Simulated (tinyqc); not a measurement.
Bandgap voltage reference from two bipolar transistors: two steps of the calculation.

Two transistors of area 1 and N carry the same current I. Is(T) = Is (T/T0)^eta exp[(Vg0 q/kB)(1/T0 - 1/T)], VBE1 = Vt ln(I/Is(T)) + I rb, VBE2 = Vt ln(I/(N Is(T))) + I rb/N. The amplifier forces I R1(T) = VBE1 - VBE2 + Vos, with R(T) = R (1 + tc (T - T0)) for both resistors, and the output is Vref = VBE1 + I R2(T). Base currents and the Early effect are neglected.

Values chosen for this exercise; values of the order met in silicon bipolar transistors:
```
symbol    value   unit                                                   meaning
T0          300      K                                     reference temperature
Vg0       1.176      V                      band-gap voltage extrapolated to 0 K
eta         4.1                   temperature exponent of the saturation current
Is      1.7e-16      A           saturation current of the unit transistor at T0
N             8                              area ratio of the second transistor
R1           17   kohm  resistor across which the difference of VBE falls, at T0
tc            0  ppm/K                 temperature coefficient of both resistors
Vos        -1.1     mV                                   offset of the amplifier
rb            0    ohm                  series resistance of the unit transistor
R2          208   kohm                                     output resistor at T0
```

Constants: q = 1.602176634e-19 C, kB = 1.380649e-23 J/K. Results are converted to the units shown.

Question 1. Operating point at the reference temperature. Vt = kB T/q; I = (Vt ln N + Vos)/(R1(T) - rb (1 - 1/N)). Evaluate at T = T0.

Wanted: Vt; I; Is(T); VBE1; I R2; Vref.

Answer 1.

Vt = 0.02585 V
I = 3.098 uA
Is(T) = 1.700e-16 A
VBE1 = 0.6108 V
I R2 = 0.6443 V
Vref = 1.255 V

Question 2. Resistor for zero slope at T0, ideal case. With tc = 0, Vos = 0 and rb = 0 the current is proportional to T, dVBE/dT = (VBE - Vg0 - (eta - 1) Vt)/T, and Vref has zero slope at T0 when Vref = Vg0 + (eta - 1) Vt0. Find VBE1, its slope, that Vref, R2/R1 and the curvature d2Vref/dT2 = -(eta - 1) kB/(q T0).

Find: VBE1; dVBE/dT; Vref; R2/R1; curvature.

Answer 2.

VBE1 = 0.61131 V
dVBE/dT = -2.1494 mV/K
Vref = 1.2561 V
R2/R1 = 11.995
curvature = -0.89046 uV/K^2

Numbers from tinyqc (`OMP_NUM_THREADS=1 python tinyqc.py 2062102 2062103 out.jsonl`; about 0.02 s on one thread of a shared Intel Xeon 2.30GHz).
